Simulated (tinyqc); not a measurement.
# Semiconductor laser, carrier and photon rate equations: effect of the gain compression on threshold and bandwidth

Carrier density N and photon density S in one mode: dN/dt = F1 = eta I/(q V) - (A N + B N^2 + C N^3) - vg g S; dS/dt = F2 = G vg g S + G be B N^2 - S/tp, with g = g0 ln(N/Ntr)/(1 + ec S). Output power P = Fo Eph S V/(G tp). No heating, no carrier transport.

gth = 1/(G vg tp), Nth = Ntr exp(gth/g0), Ith = q V (A Nth + B Nth^2 + C Nth^3)/eta. N and S are the steady state (F1 = F2 = 0, S > 0). Jacobian, with a = g0/(N (1 + ec S)) and d = g/(1 + ec S): J11 = -(A + 2 B N + 3 C N^2) - vg a S, J12 = -vg d, J21 = G vg a S + 2 G be B N, J22 = G vg d - 1/tp. wR^2 = det J, gamma = -trace J, fR = wR/(2 pi); the response wR^2/(wR^2 - w^2 + i gamma w) falls to 1/sqrt(2) at w^2 = x + sqrt(x^2 + wR^4), x = wR^2 - gamma^2/2 (f3dB = w/(2 pi)).

Values chosen for this exercise:
- V = 3.1e-12 cm^3 (active volume)
- G = 0.047 (confinement factor)
- vg = 7.68e9 cm/s (group velocity)
- g0 = 1700 1/cm (gain coefficient)
- Ntr = 2.7e18 cm^-3 (transparency density)
- tp = 3.2 ps (photon lifetime)
- A = 9.1e7 1/s (defect recombination coefficient)
- B = 6.2e-11 cm^3/s (radiative coefficient)
- C = 2.6e-29 cm^6/s (Auger coefficient)
- be = 6.2e-5 (share of spontaneous emission into the mode)
- eta = 0.82 (injection efficiency)
- Fo = 0.55 (share of cavity losses that is output)
- Eph = 0.8 eV (photon energy)
- I = 14 mA (drive current)

Constants: q = 1.602176634e-19 C. Results are converted to the units shown.

The same in every row: Ith (mA) = 2.4341.

Effect of the gain compression on threshold and bandwidth:
```
ec (cm^3)  P (mW)  fR (GHz)  gamma (1/ns)  f3dB (GHz)
1e-18      4.1698    8.1102        11.427      12.489
2.2e-18    4.1660    8.0893        12.447      12.435
4.6e-18    4.1582    8.0479        14.462      12.323
1e-17      4.1407    7.9570        18.872      12.050
2.2e-17    4.1010    7.7658        28.096      11.351
4.6e-17    4.0186    7.4236        44.431      9.6387
1e-16      3.8214    6.8181        73.151      5.4627
```

What does the comparison show?

As ec goes from 1e-18 to 1e-16 cm^3, Ith stays at 2.43 mA, fR falls from 8.11 to 6.82 GHz, gamma rises from 11.4 to 73.2 1/ns and f3dB falls from 12.5 to 5.46 GHz.

Computed by the program tinyqc: `OMP_NUM_THREADS=1 python tinyqc.py 2840002 2840003 out.jsonl`, one thread of a shared Intel Xeon 2.30GHz, about 0.01 s for the whole run.
